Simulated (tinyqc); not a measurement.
# Octagonal on-chip spiral inductor, lumped pi model, step by step

tinyqc, about 0.01 s, one thread, Intel Xeon 2.30GHz (shared host): `OMP_NUM_THREADS=1 python tinyqc.py 2302012 2302013 out.jsonl` Printed values are rounded.

Outer diameter do = di + 2 n wd + 2 (n - 1) sp, mean da = (do + di)/2, fill p = (do - di)/(do + di), length l = 3.314 n da. L = 2.25 mu0 n^2 da/(1 + 3.55 p), mu0 = 4 pi 1e-7 H/m. Rs = rho l/(wd delta (1 - exp(-th/delta))), delta = sqrt(rho/(pi f mu0)). Cs = n wd^2 eps0 eo/hu across the coil. At each end Cox = l wd eps0 eo/(2 ho) leads to the substrate branch Rsi = 2 rs he/(l wd) in parallel with Csi = l wd eps0 11.7/(2 he). With one end grounded Y = 1/(Rs + i w L) + i w Cs + 1/[1/(i w Cox) + 1/(1/Rsi + i w Csi)], w = 2 pi f; Q = -Im Y/Re Y. Eddy currents in neighbouring turns and in the substrate are left out.

Inputs (values chosen for the exercise); values of the order met in silicon radio-frequency processes:
```
symbol  value     unit                                     meaning
n         6.5                                      number of turns
wd          8       um                                  line width
sp        1.5       um                         space between turns
di         80       um                              inner diameter
th        3.4       um                             metal thickness
rho       1.9  uohm cm                           metal resistivity
ho          9       um                        oxide below the coil
hu        1.1       um            oxide between coil and underpass
eo        4.1                   relative permittivity of the oxide
rs         20   ohm cm                       substrate resistivity
he         30       um  effective spreading depth in the substrate
f         3.6      GHz                                   frequency
```

Constants: eps0 = 8.8541878128e-12 F/m. Results are converted to the units shown.

## Geometry and model elements

do, l, L, delta, Rs, Cs, Cox, Rsi and Csi as defined.

do = 200.5 um
l = 3021.13 um
L = 6.63518 nH
delta = 1.15623 um
Rs = 6.55181 ohm
Cs = 13.7288 fF
Cox = 48.7437 fF
Rsi = 496.504 ohm
Csi = 41.7294 fF

Rs is 3.10 times the direct-current value in this empirical form, which overstates the skin effect of a flat slab when delta is near th and so stands in for some current crowding.

## Admittance, quality factor and apparent inductance

Series branch 1/(Rs + i w L), substrate branch, total Y, Q = -Im Y/Re Y, apparent inductance Im(1/Y)/w, metal-only value w L/Rs, share of the loss in the substrate Re(substrate branch)/Re Y.

series branch = 0.29031-6.65025i mS
substrate branch = 0.296972+0.800813i mS
Y = 0.58728-5.53890i mS
Q = 9.43140
apparent inductance = 7.89295 nH
w L/Rs = 22.9073
share of the loss in the substrate = 50.5671 %

Q is 41.2 % of the metal-only value.
